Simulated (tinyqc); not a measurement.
# Precursor delivery by bubblers, mass-transport growth and the solid composition of a III-V alloy, step by step

A worked calculation. Computed by tinyqc, a small Python program that keeps every step. Command: `OMP_NUM_THREADS=1 python tinyqc.py 3019224 3019225 out.jsonl movpe_thermo walk`. One thread of a shared host (Intel(R) Xeon(R) Processor @ 2.30GHz), about 0.01 s of CPU time with the checks. Intermediate numbers are printed to about 6 digits and carried at full precision; extremes and crossings named in words are read from the listed rows.

1 sccm = 44.615 micromol/min; 1 torr = 133.322 Pa. The sources decompose fully at the surface.

Inputs (values chosen for the exercise, modelled on triethylgallium (source 1) and trimethylindium (source 2) for the vapour pressures):
```
quantity,value,unit
bath temperature T1,299,K
bath temperature T2,303,K
bubbler pressure p_b,760,torr
carrier flow F1,110,sccm
carrier flow F2,100,sccm
total flow F_t,8.5,slm
group-V flow F_V,87,sccm
reactor pressure p,200,torr
growth temperature T,1020,K
diffusivity at 273 K and 760 torr,0.3,cm^2/s
flow cross-section A,52,cm^2
distance from the leading edge z,14,cm
lattice constant a,5.92,angstrom
interaction L0 of the solid,10.2,kJ/mol
"log10 of p_B,eq over pure BC at 1000 K and 1 torr of group V (exaggerated: liquid indium has about -4.1)",-2.6,log10 torr
enthalpy of that equilibrium H,295,kJ/mol
```

Alloy: mixing on the group-III sites, with desorption of B.

constants a, b of source 1 (log10 torr, K): [8.081, 2162]

constants a, b of source 2 (log10 torr, K): [10.51, 3014]

Constants: k_B = 1.380649e-23 J/K; R = 8.314462618 J/(mol K).

## Bubblers

log10 p_v = a - b/T_bath; molar flow = F x 44.615 x p_v/(p_b - p_v) for a saturated bubbler.

vapour pressure 1 = 7.08322 torr

molar flow 1 = 46.1697 micromol/min

vapour pressure 2 = 3.65431 torr

molar flow 2 = 21.5559 micromol/min

One kelvin of bath error changes flow 1 by 5.6 % and flow 2 by 7.6 %.

## Partial pressures in the reactor

p_i = p n_i/(44615 F_t), F_t in slm; p_V = p F_V/(1000 F_t), counted per molecule supplied; V/III = 44.615 F_V/(n1 + n2); vapour fraction of source 2 = n2/(n1 + n2).

p_1 = 0.0243494 torr

p_2 = 0.0113683 torr

p_V = 2.04706 torr

V/III ratio = 57.3122

vapour fraction of source 2 = 0.318283

## Mass transport

Mean velocity u = (F_t/A)(760/p)(T/273); D = D0 (T/273)^1.75 (760/p); boundary layer delta = sqrt(pi D z/u); flux = D dp/(delta k_B T); growth rate = flux x a^3/4.

velocity u = 38.6799 cm/s

D = 11.4464 cm^2/s

boundary layer delta = 3.60771 cm

growth rate per torr of group III = 56.0874 micrometre/(h torr)

Caution: the boundary layer is a quarter or more of the root of the cross-section, so it fills much of the channel and depletion along the flow matters.

## Solid composition

A sticks fully. B desorbs: its surface pressure is p_B* = x gamma_B K/sqrt(p_V), ln gamma_B = L0 (1 - x)^2/(R T), K = 10^(log10 K at 1000 K) exp[-(H/R)(1/T - 1/1000)], p_V in torr. With equal diffusivities x = (p_2 - p_B*)/(p_1 + p_2 - p_B*). Growth rate = rate per torr x p_1/(1 - x).

K/sqrt(p_V) = 0.00352023 torr

solid fraction x = 0.281198

share of B incorporated, 1 - p_B*/p_2 = 0.837906

growth rate = 1.89996 micrometre/h

Only 84 % of the B supplied is built in; more group V or a lower T would raise it.

## Incorporation against temperature

A sticks fully. B desorbs: its surface pressure is p_B* = x gamma_B K/sqrt(p_V), ln gamma_B = L0 (1 - x)^2/(R T), K = 10^(log10 K at 1000 K) exp[-(H/R)(1/T - 1/1000)], p_V in torr. With equal diffusivities x = (p_2 - p_B*)/(p_1 + p_2 - p_B*).

At fixed flows:
```
T (K),K/sqrt(p_V) (torr),x,"share of B incorporated, 1 - p_B*/p_2"
900,3.40669e-05,0.317893,0.998204
946,2.31663e-04,0.315711,0.988192
988,1.14099e-03,0.305946,0.944154
1019,3.40209e-03,0.282403,0.842907
1056,1.15232e-02,0.208118,0.562914
1091,3.38601e-02,0.102518,0.244662
1133,1.13044e-01,0.033855,0.075054
1195,5.73932e-01,0.007089,0.015293
```

x equals the vapour fraction 0.318 while gamma_B K/sqrt(p_V) is small against p_1 + p_2 = 0.036 torr and falls once it is not. Between the last rows the apparent energy R d ln x/d(1/T) is 284 kJ/mol, against H = 295.

Checks made by the program: the sensitivity to the bath against a difference (relative difference below 1e-10).
